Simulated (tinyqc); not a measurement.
Electron mobility in a silicon inversion layer, empirical terms and Matthiessen rule: two steps of the calculation.

Inversion layer of sheet density Ns on a uniformly doped body, under a high-permittivity gate with an interlayer. The mobility terms are empirical power laws with prefactors chosen for the exercise; adding their inverses (Matthiessen) is itself an approximation.

Values chosen for this exercise; material values close to those of silicon:
```
symbol,value,unit,meaning
T,293,K,temperature
Eg,1.12,eV,band gap
eps_r,11.5,,relative permittivity of the semiconductor
Nc,2.69e19,cm^-3,conduction-band density of states at T
Nv,2.53e19,cm^-3,valence-band density of states at T
Nb,6.1e17,cm^-3,body doping
Vsb,0,V,reverse body bias
eta,0.5,,weight of the inversion charge in the effective field
Ap,392,cm^2/(V s),phonon-limited mobility at 1 MV/cm and 300 K
As,634,cm^2/(V s),roughness-limited mobility at 1 MV/cm
gs,2,,exponent of the roughness term
Ac,1900,cm^2/(V s),Coulomb prefactor
Nit,1.8e10,cm^-2,charge at the interface
Ar,170,cm^2/(V s),remote-phonon mobility without interlayer
ti,0.4,nm,interlayer thickness
lr,0.7,nm,decay length of remote phonons
Ns,2.4e12,cm^-2,inversion density
WL,5,,ratio W/L
Vd,0.01,V,drain voltage
I,3.25,uA,measured linear current
```

Constants: q = 1.602176634e-19 C, kB = 1.380649e-23 J/K, Vt = kB T/q, eps0 = 8.8541878128e-14 F/cm where lengths are in cm. Results are converted to the units shown.

Task 1. Depletion charge and effective field. ni = sqrt(Nc Nv) exp(-Eg/(2 Vt)), Eg in volts; Ndep = sqrt(2 eps0 eps_r Nb (2 Vt ln(Nb/ni) + Vsb)/q); E = q (Ndep + eta Ns)/(eps0 eps_r), in MV/cm.

Wanted: ni; Ndep; E.

Result 1.

ni = 6.0827e9 cm^-3
Ndep = 2.6858e12 cm^-2
E = 0.61142 MV/cm

The depletion charge gives 69.1 % of the field.

Task 2. Inversion density for the measured current. I = (W/L) q Ns mu Vd. E = q (Ndep + eta Ns)/(eps0 eps_r) in MV/cm. With t = T/(300 K): muC = Ac (Ns/1e12 cm^-2) t/(Nb/1e17 cm^-3 + Nit/1e11 cm^-2), muP = Ap E^(-1/3) t^(-1.75), muS = As E^(-gs), muR = Ar exp(2 ti/lr)/t; 1/mu is the sum of the inverses. Ns(new) = I/((W/L) q mu Vd).

Ns at the start = 3.6e12 cm^-2
Ndep = 2.6857747e12 cm^-2

Find: E; mu; Ns after iteration 1.

Result 2.

E = 0.7058 MV/cm
mu = 174.3 cm^2/(V s)
Ns after iteration 1 = 2.328e12 cm^-2

Computed by the program tinyqc: `OMP_NUM_THREADS=1 python tinyqc.py 2510161 2510162 out.jsonl`, one thread of a shared Intel Xeon 2.30GHz, about 0.01 s for the whole run.
